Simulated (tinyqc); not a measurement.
Scaling with the misfit: strain-driven roughening and islands of a mismatched epitaxial film. Computed by tinyqc, a small Python program. Command: `OMP_NUM_THREADS=1 python tinyqc.py 3005922 3005923 out.jsonl island walk`. One thread of a shared host (Intel(R) Xeon(R) Processor @ 2.30GHz), about 0.01 s of CPU time with the checks.

Film and substrate share isotropic elastic constants; the film is coherent and biaxially strained.

Inputs (values chosen for the exercise, modelled on InAs on InP): misfit |f| = 0.0321; shear modulus G = 31.1 GPa; Poisson ratio nu = 0.32; surface energy gamma = 0.671 J/m^2; contact angle of the shallow shape theta_1 = 8.67 degrees; contact angle of the steep shape theta_2 = 27.1 degrees; facet energy of shape 1 over gamma = 1.007; facet energy of shape 2 over gamma = 1.024; surface mobility D_s nu_s Omega^2/(k_B T) = 1.2e-34 m^6/(J s).

Transport: surface diffusion.

Constants: e = 1.602176634e-19 C.

Method:
- M = 2 G (1 + nu)/(1 - nu); stress = M f; energy density w = M f^2.
- A ripple A cos(k x) has the surface chemical potential per volume [gamma k^2 - 2 (1 + nu) w k] A cos(k x), so k_c = 2 (1 + nu) w/gamma. With surface diffusion the amplitude grows at the rate q = B k^2 [2 (1 + nu) w k - gamma k^2], fastest at k_m = (3/4) k_c. B is the surface mobility.
- Shallow faceted island (Tersoff form): E = 4 Gam V^(2/3) tan^(1/3)(theta) - 6 c V tan(theta), Gam = gamma [x/sin(theta) - 1/tan(theta)], x the facet energy over gamma, c = stress^2 (1 - nu)/(2 pi G).
- The barrier is the maximum of E, at V_c = [4 Gam/(9 c)]^3 / tan^2(theta) (1 GPa nm = 1 J/m^2).
- V_c = [4 Gam/(9 c)]^3/tan^2(theta), barrier = (4/3) Gam V_c^(2/3) tan^(1/3)(theta); the growth time is 1/q at k_m.

fastest wavelength = 17.1148 nm

growth time 1/q at k_m = 2.05109 s

critical volume, shape 1 = 14.5864 nm^3

barrier, shape 1 = 2.17709 eV

Misfit scaled at fixed constants:
```
|f| (%)  fastest wavelength (nm)  growth time (s)  V_c of shape 1 (nm^3)  barrier of shape 1 (eV)
0.8025                    273.84       1.3442e+05             5.9746e+04               5.5734e+02
1.1235                    139.71       9.1084e+03             7.9349e+03               1.4508e+02
1.6050                     68.46       5.2508e+02             9.3353e+02               3.4833e+01
2.2470                     34.93       3.5580e+01             1.2398e+02               9.0674e+00
3.2100                     17.11       2.0511e+00             1.4586e+01               2.1771e+00
4.4940                      8.73       1.3898e-01             1.9372e+00               5.6671e-01
```

Halving the misfit stretches the wavelength 4 times, the barrier 16 times, the volume 64 times and the time 256 times: f^(-2), f^(-4), f^(-6), f^(-8). Over these rows the time spans 6.0 decades: strongly mismatched films tend to roughen first, while dilute alloys have time to stay flat. Rows with wavelengths under 10 nm or volumes under 5 nm^3 are beyond the continuum picture.

Extremes, crossings and ranges named in words are read from the listed rows.
